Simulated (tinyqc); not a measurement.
Changing the recess depth d: stress in a transistor channel from embedded alloy regions, liners and fins, by half-space elasticity. Computed by tinyqc, a small Python program. Command: `OMP_NUM_THREADS=1 python tinyqc.py 3016078 3016079 out.jsonl stressor sweep`. One thread of a shared host (Intel(R) Xeon(R) Processor @ 2.30GHz), about 0.05 s of CPU time with the checks.

Plane strain in an isotropic half-space, the same constants everywhere; x along the channel from its centre, y downwards from the free surface; stress is positive in tension.

Inputs (values chosen for the exercise, modelled on silicon):

| quantity | value | unit |
|---|---|---|
| alloy fraction x | 0.37 | - |
| lattice change per unit x, beta | 0.0416 | - |
| Young's modulus E | 165 | GPa |
| Poisson ratio nu | 0.28 | - |
| channel length L | 80 | nm |
| length of each stressor S | 60 | nm |
| depth of the field point y | 2.1 | nm |
| longitudinal piezoresistance coefficient | 72.9 | 1e-11/Pa |
| vertical piezoresistance coefficient | -1.2 | 1e-11/Pa |

Stressor: Si(1-x)Ge(x) source and drain.

Method:
- Misfit e = beta x. A fully constrained inclusion holds the stress -p with p = E e/(1 - 2 nu); a blanket film would hold -E e/(1 - nu) in the plane.
- A line element dA of misfit at (a, c) in the half-space gives, with C = E e/(2 pi (1 - nu)), X = x - a, r1^2 = X^2 + (y - c)^2, r2^2 = X^2 + Y^2, Y = y + c: s_xx = -C dA {[X^2 - (y - c)^2]/r1^4 + 3 [X^2 - Y^2]/r2^4 + 4 y Y (Y^2 - 3 X^2)/r2^6}, s_yy = C dA {[X^2 - (y - c)^2]/r1^4 - [X^2 - Y^2]/r2^4 + 4 y Y (Y^2 - 3 X^2)/r2^6}. These are integrated over two rectangles, L/2 < |a| < L/2 + S, 0 < c < d (closed form in a, 200 Gauss-Legendre points in c).
- At x = y = 0 the integral is s_xx = -(4/pi) [E e/(1 - nu)] [arctan(2 d/L) - arctan(d/(L/2 + S))].
- d mu/mu = -(pi_L s_xx + pi_z s_yy) for the embedded regions alone; the stress across the width is left out.

One run for each value:

| recess depth d (nm) | s_xx (MPa) | s_xx at the surface (MPa) | s_yy (MPa) | mobility change (%) |
|---|---|---|---|---|
| 5.0 | -328.0 | -334.1 | -1.3746 | 23.91 |
| 14.0 | -857.3 | -887.4 | -3.0414 | 62.50 |
| 23.0 | -1267.7 | -1328.3 | -3.3901 | 92.41 |
| 39.0 | -1693.3 | -1800.4 | -2.3292 | 123.44 |
| 65.0 | -1844.2 | -1988.5 | -0.6508 | 134.44 |
| 110.0 | -1591.0 | -1747.3 | 0.1877 | 115.99 |
| 180.0 | -1143.3 | -1295.4 | 0.2768 | 83.35 |
| 300.0 | -703.4 | -849.7 | 0.2330 | 51.28 |

Give the missing row, recess depth d (nm) = 8.3.

Computed row:
```
recess depth d (nm)  s_xx (MPa)  s_xx at the surface (MPa)  s_yy (MPa)  mobility change (%)
8.3                      -533.6                     -547.0     -2.1380                38.90
```

Interpolating between the two neighbouring rows (the first column on a logarithmic scale, the others too where they are positive) misses most in s_xx at the surface (MPa), by 11 %. Over the rows, s_xx (MPa) goes from -328 through a minimum among these rows, -1840 at 65.0, to -703; s_xx at the surface (MPa) goes from -334 through a minimum among these rows, -1990 at 65.0, to -850; s_yy (MPa) lies between -3.39 and 0.277 without a single trend. At the surface the maximum lies at d = sqrt((L/2)(L/2 + S)) = 63 nm: an element deeper than its horizontal distance has the opposite effect on the surface, by the sign of X^2 - c^2.

Caution (rows 8.30, 14.0, 23.0, 39.0, 65.0, 110, 180, 300): beyond a few hundred MPa bulk piezoresistance coefficients no longer describe an inversion layer well.

Extremes, crossings and ranges named in words are read from the listed rows.
